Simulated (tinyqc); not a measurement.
# Hot electrons in a saturated n-channel MOSFET, lucky-electron model: several studies

Beyond pinch-off the lateral field grows as Esat cosh(y/l) over the velocity-saturated region (pseudo-two-dimensional model). Impact ionisation in this region gives the substrate current, which biases the body forward through Rsub. Currents are per width. Local-field laws: they overstate ionisation when the field peak is narrower than an energy relaxation length.

Values chosen for this exercise; values close to those of silicon n-channel devices: channel length L = 0.18 um; oxide thickness tox = 4.6 nm; junction depth xj = 63 nm; threshold VT = 0.44 V; effective mobility mu = 400 cm^2/(V s); saturation velocity vs = 7.4e6 cm/s; ionisation prefactor Ai = 2e6 1/cm; ionisation field Bi = 1.69 MV/cm; resistance of the lightly doped drain Rd = 0 ohm um; substrate resistance Rsub = 17000 ohm um; fall of VT per volt of forward body bias kb = 0.27; lifetime exponent m = 2.8; lifetime constant Hl = 2300 s uA/um; drain voltage Vd = 1.6 V; gate voltage Vg = 0.7 V.

Constants: eps0 = 8.8541878128e-14 F/cm where lengths are in cm. Results are converted to the units shown.

Each table varies one quantity; the others keep the values above.

## Effect of the channel length

Cox = 3.9 eps0/tox, l = sqrt(3 tox xj), Esat = 2 vs/mu. Overdrive g = Vg - VT + kb Vb; Vdsat = g Esat L/(g + Esat L); Id = Cox vs (g - Vdsat); dV = Vd - Id Rd - Vdsat; Em = sqrt((dV/l)^2 + Esat^2); Isub = Id (Ai/Bi) l Em exp(-Bi/Em). Vb = Rsub Isub is solved self-consistently. Lifetime tau = (Hl/Id)(Isub/Id)^(-m); 1 year = 3.15576e7 s.

Effect of the channel length:
```
L (um)	Id (uA/um)	Em (MV/cm)	Isub (uA/um)	Isub/Id	tau (years)
0.09	70.242	0.49265	3.9091	0.055651	0.0033783
0.13	54.937	0.48498	2.8506	0.051890	0.0052546
0.18	43.190	0.47896	2.1185	0.049052	0.0078236
0.25	33.250	0.47379	1.5524	0.046689	0.011669
0.36	24.428	0.46914	1.0901	0.044624	0.018028
0.51	17.942	0.46568	0.77378	0.043127	0.027006
0.72	13.082	0.46307	0.54966	0.042017	0.039845
```

Read the table: what changes, and by how much?

As L goes from 0.09 to 0.72 um, Em falls from 0.493 to 0.463 MV/cm, Isub falls from 3.91 to 0.550 uA/um and tau rises from 0.00338 to 0.0398 years. From the first row to the last, log10(tau) changes by 1.1: 0.34 from (Isub/Id)^(-m), which holds Em and l, and 0.73 from 1/Id. For L = 0.09 to 0.13 um the saturated region takes over 60 % of L, so using the full L in Vdsat is rough.

## Effect of the drain voltage

Same model as above.

Effect of the drain voltage:
```
Vd (V)	Id (uA/um)	Em (MV/cm)	Isub (uA/um)	Isub/Id	tau (years)
1	40.66	0.2781	0.09063	0.002229	47.73
1.11	40.81	0.3150	0.2100	0.005146	4.569
1.23	41.09	0.3553	0.4380	0.01066	0.5906
1.34	41.50	0.3922	0.7634	0.01840	0.1269
1.46	42.13	0.4323	1.275	0.03025	0.03104
1.57	42.93	0.4690	1.913	0.04456	0.01030
1.69	44.08	0.5088	2.826	0.06411	0.003622
1.8	45.45	0.5452	3.897	0.08574	0.001557
```

What does the comparison show?

As Vd goes from 1 to 1.8 V, Em rises from 0.278 to 0.545 MV/cm, Isub rises from 0.0906 to 3.90 uA/um and tau falls from 47.7 to 0.00156 years. The slope of ln(tau) against 1/Vd is 23.7 V between the first two rows and 23.4 V between the last two; ten years are last met at Vd = 1 V among the rows.

## Effect of the resistance of the lightly doped drain

Same model as above.

Results:
```
Rd (ohm um)	Id (uA/um)	Em (MV/cm)	Isub (uA/um)	Isub/Id	tau (years)
0	43.19	0.4790	2.119	0.04905	0.007824
150	43.13	0.4768	2.073	0.04806	0.008295
500	43.00	0.4718	1.970	0.04580	0.009520
800	42.90	0.4675	1.884	0.04393	0.01073
1200	42.76	0.4619	1.775	0.04152	0.01261
1600	42.63	0.4563	1.671	0.03920	0.01485
```

Estimate the missing row, Rd = 300 ohm um.

Computed row:
```
Rd (ohm um)	Id (uA/um)	Em (MV/cm)	Isub (uA/um)	Isub/Id	tau (years)
300	43.08	0.4747	2.028	0.04708	0.008798
```

With this row back in the table: As Rd goes from 0 to 1600 ohm um, Em falls from 0.479 to 0.456 MV/cm, Isub falls from 2.12 to 1.67 uA/um and tau rises from 0.00782 to 0.0148 years. From the first row to the last, log10(tau) changes by 0.28: 0.27 from (Isub/Id)^(-m), which holds Em and l, and 0.0057 from 1/Id. The price is 0.0682 V dropped over Rd in the last row.

Program tinyqc, `OMP_NUM_THREADS=1 python tinyqc.py 2550140 2550141 out.jsonl`; Intel Xeon 2.30GHz, shared host, one thread, about 0.01 s.
